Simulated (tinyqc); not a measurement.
Channel length: inversion-layer mobility, back-scattering and ballistic limit of a field-effect transistor. Computed by tinyqc, a small Python program. Command: `OMP_NUM_THREADS=1 python tinyqc.py 3004074 3004075 out.jsonl mos walk`. One thread of a shared host (Intel(R) Xeon(R) Processor @ 2.30GHz), about 0.01 s of CPU time with the checks.

The charge at the top of the source barrier is fixed by the gate; series resistance and short-channel effects are left out. F_j are Fermi integrals normalised to exp(eta) in the classical limit.

Inputs (values chosen for the exercise, modelled on an InGaAs n-channel):
```
quantity                                       value        unit
transport mass m                               0.045         m_0
valley degeneracy g_v                              1           -
weight w of the inversion charge                 0.5           -
permittivity eps                                13.9           -
phonon mobility at 1 MV/cm and 300 K, mu_ph     2900  cm^2/(V s)
roughness mobility at 1 MV/cm, mu_sr            2100  cm^2/(V s)
Coulomb mobility at N_inv = 1e12/cm^2, mu_C     3400  cm^2/(V s)
electrical oxide thickness t_inv                 5.5          nm
depletion charge N_dep                       3.2e+11      1/cm^2
gate overdrive V_G - V_T                        0.67           V
drain voltage V_D                               0.89           V
exponent a of the critical length               0.84           -
temperature T                                    400           K
```

Statistics at the top of the barrier: Fermi-Dirac.

Constants: eps_0 = 8.8541878128e-12 F/m; e = 1.602176634e-19 C; m_0 = 9.1093837015e-31 kg; k_B = 1.380649e-23 J/K; hbar = 1.054571817e-34 J s; k_B = 8.617333262e-05 eV/K.

Method:
- N_inv = 3.9 eps_0 (V_G - V_T)/(e t_inv); effective field E_eff = e (N_dep + w N_inv)/(eps eps_0).
- mu_phonon = mu_ph (E_eff/1 MV/cm)^(-0.3) (T/300 K)^(-1.75); mu_rough = mu_sr (E_eff/1 MV/cm)^(-2); mu_Coulomb = mu_C (N_inv/1e12 cm^-2) (T/300 K); Matthiessen's rule adds 1/mu.
- F_j(eta) = (1/Gamma(j + 1)) int_0^infinity x^j/(1 + exp(x - eta)) dx, F_0 = ln(1 + exp(eta)). Integrals over x = E/(k_B T) use 160 Gauss-Legendre points in u = sqrt(x) from 0 to sqrt(max(eta, 0) + 32).
- Ballistic channel: N_2D = g_v m k_B T/(pi hbar^2), U = e V_D/(k_B T); eta_F solves N_inv = (N_2D/2)[F_0(eta_F) + F_0(eta_F - U)]; v_T = sqrt(2 k_B T/(pi m)); I/W = e (N_2D/2) v_T [F_1/2(eta_F) - F_1/2(eta_F - U)]; injection velocity v_T F_1/2(eta_F)/F_0(eta_F).
- Mean free path lambda = (2 k_B T/e)(mu/v_T) F_0(eta_0)/F_-1/2(eta_0), with eta_0 from N_inv = N_2D F_0(eta_0); critical length l = L (1 + U)^(-a), an empirical rule; back-scattering r = l/(l + lambda). Then eta solves N_inv = (N_2D/2)[(1 + r) F_0(eta) + (1 - r) F_0(eta - U)] and I/W = e (N_2D/2) v_T (1 - r)[F_1/2(eta) - F_1/2(eta - U)].
- The last column is the long-channel law e N_inv mu V/L with V = V_D - V_D^2/(2 V_ov) below pinch-off and V_ov/2 above, V_ov = V_G - V_T.

inversion density N_inv = 2.62552e+12 1/cm^2

effective mobility mu = 2155.04 cm^2/(V s)

ballistic current I/W = 2688.36 microampere/micrometre

Currents (microampere/micrometre):
```
L (nm)        r     I/W  ballistic ratio  long-channel law
5       0.00336  2666.2          0.99176             60737
10      0.00670  2644.4          0.98365             30369
20      0.01331  2601.8          0.96781             15184
40      0.02627  2520.4          0.93753              7592
80      0.05119  2371.4          0.88210              3796
160     0.09739  2118.9          0.78818              1898
400     0.21244  1599.9          0.59513               759
1000    0.40275   983.9          0.36598               304
```

The current scales as L^-0.53 at the long end and as L^-0.01 at the short end, where it reaches 99 % of the ballistic 2690. The long-channel law passes the ballistic limit between 80.0 and 160 nm and has no meaning below. At 1000 nm the model gives 3.24 times the long-channel law; the rule for l is a fit for short devices and fails wherever the model exceeds that law. Raising mu by 10 % at 20 nm raises I by 0.3 %. Caution: the Fermi level lies so high that further subbands and non-parabolicity matter.

Extremes, crossings and ranges named in words are read from the listed rows.
